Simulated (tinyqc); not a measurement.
# Changing the background doping N_B (opposite type)

Model: sheet resistance and Hall data of a diffused or implanted layer. Computed by tinyqc, a small Python program. Command: `OMP_NUM_THREADS=1 python tinyqc.py 3012003 3012004 out.jsonl layer sweep`. One thread of a shared host (Intel(R) Xeon(R) Processor @ 2.30GHz), about 0.01 s of CPU time with the checks.

Carriers are taken equal to the net active doping down to the junction (full ionisation, which deep dopants in wide-gap hosts do not reach; no spill-over, no depletion), and the Hall factor is 1.

Inputs (values chosen for the exercise, modelled on donors in GaAs):
```
quantity                  value        unit
mu_min                      480  cm^2/(V s)
mu_max                     9450  cm^2/(V s)
N_ref                   5.9e+16      1/cm^3
exponent alpha             0.39           -
peak concentration N_0  1.4e+18      1/cm^3
length scale l               46          nm
```

Profile: Gaussian at the surface. Activation: complete.

Constants: e = 1.602176634e-19 C.

Method:
- N(x) = N_0 exp(-x^2/l^2), dose N_0 l sqrt(pi)/2, junction x_j = l sqrt(ln(N_0/N_B)).
- Mobility mu = mu_min + (mu_max - mu_min)/(1 + (N_t/N_ref)^alpha), N_t = active doping + N_B; carriers n = active doping - N_B, all dopants active.
- Integrals from x_0 (0 unless stated) to x_j by the midpoint rule on 400 even intervals: 1/R_s = e int n mu dx; sheet density n_s = int n dx; Hall sheet density (int n mu dx)^2/int n mu^2 dx; Hall mobility int n mu^2 dx/int n mu dx.
- Mean conductivity 1/(R_s x_j); mean mobility 1/(e n_s R_s).

One run for each value; columns: (1) background doping N_B (opposite type) (1/cm^3); (2) sheet resistance R_s (ohm); (3) junction depth x_j (nm); (4) mean conductivity 1/(R_s x_j) (S/cm); (5) mean mobility (cm^2/(V s)):
```
(1)          (2)     (3)     (4)     (5)
1.00e+14  384.21  142.13  183.12  2847.1
2.80e+14  384.53  134.25  193.72  2846.0
7.90e+14  385.33  125.81  206.28  2843.3
2.20e+15  387.32  116.88  220.90  2837.2
6.30e+15  392.39  106.93  238.33  2823.2
1.80e+16  405.05   95.98  257.21  2793.3
5.00e+16  436.15   83.97  273.05  2735.6
1.40e+17  522.02   69.80  274.44  2628.9
```

Over the rows, sheet resistance R_s (ohm) rises from 384 to 522 (exponent d ln y / d ln x 8.0e-4 between the first rows and 0.17 between the last); junction depth x_j (nm) falls from 142 to 69.8 (exponent d ln y / d ln x -0.055 between the first rows and -0.18 between the last); mean conductivity 1/(R_s x_j) (S/cm) rises from 183 to 274 (exponent d ln y / d ln x 0.055 between the first rows and 0.0049 between the last). x_j shrinks by a factor 2.04 and R_s grows by 1.36; over the first half of the table x_j shrinks by 1.33 and R_s grows by 1.02: the tail carries little current.

Caution (rows 1.80e16, 5.00e16, 1.40e17): the layer is not thick against surface and junction depletion widths, which remove carriers that this model counts.
